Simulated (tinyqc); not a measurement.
Field emission through a triangular barrier, exact transmission by Airy functions: two steps of the calculation.

The left lead has its band edge at 0; for x > 0 the edge falls without end, U(x) = U0 - F x, with mass m1. No transverse momentum; C = hbar^2/(2 m0); psi and psi'/m are continuous at x = 0. The outgoing solution is Bi(z) + i Ai(z).

Parameters, values chosen for the exercise; U0 - E and the mass are of the order of those of silicon dioxide on silicon:
```
symbol,value,unit,meaning
mL,0.26,m0,mass in the left lead
U0,3.04,eV,barrier edge at x = 0
m1,0.51,m0,mass in the barrier
E,0.07,eV,electron energy
F,5.2,V/nm,field in the barrier
```

Constants: q = 1.602176634e-19 C, hbar = 1.054571817e-34 J s, m0 = 9.1093837015e-31 kg, hbar^2/(2 m0) = 0.0380998212 eV nm^2. Results are converted to the units shown.

Question 1. Scaled variables. Energy scale e = (C F^2/m1)^(1/3), z(x) = (U(x) - E)/e, s = (dz/dx)/m1 = -F/(e m1); v = k/m in a lead. vL = sqrt(mL E/C)/mL.

Find: e; z(0); s; vL; turning point (U0 - E)/F.

Answer 1.

e = 1.264 eV
z(0) = 2.349
s = -8.066 1/nm
vL = 2.658 1/nm
turning point (U0 - E)/F = 0.5712 nm

Question 2. Transmission, exact and WKB. With the Airy functions at z = z(0): g = s (Bi' + i Ai')/(Bi + i Ai), r = (i vL - g)/(i vL + g), T(E) = 1 - |r|^2 = 4 vL Im(g)/|i vL + g|^2, vL = sqrt(mL E/C)/mL. Im(g) = -s/(pi (Ai^2 + Bi^2)) by the Wronskian. WKB: exp(-S), S = (4/(3 F)) sqrt(m1/C) [max(U0 - E, 0)^1.5].

Airy functions: Ai 0.020152231, Ai' -0.032760402, Bi 5.2311633, Bi' 7.2912462
s = -8.0657858 1/nm
vL = 2.6582809 1/nm

Give: Re g; Im g; T(E); exp(-S).

Answer 2.

Re g = -11.242 1/nm
Im g = 0.093820 1/nm
T(E) = 0.0074474
exp(-S) = 0.0082159

Range of the model: Masses are held fixed, although real bands cease to be parabolic a few tenths of an eV from their edges. The field of 52.0 MV/cm is more than most dielectrics sustain; the model ignores breakdown.

Computed by the program tinyqc: `OMP_NUM_THREADS=1 python tinyqc.py 2580121 2580122 out.jsonl`, one thread of a shared Intel Xeon 2.30GHz, about 0.01 s for the whole run.
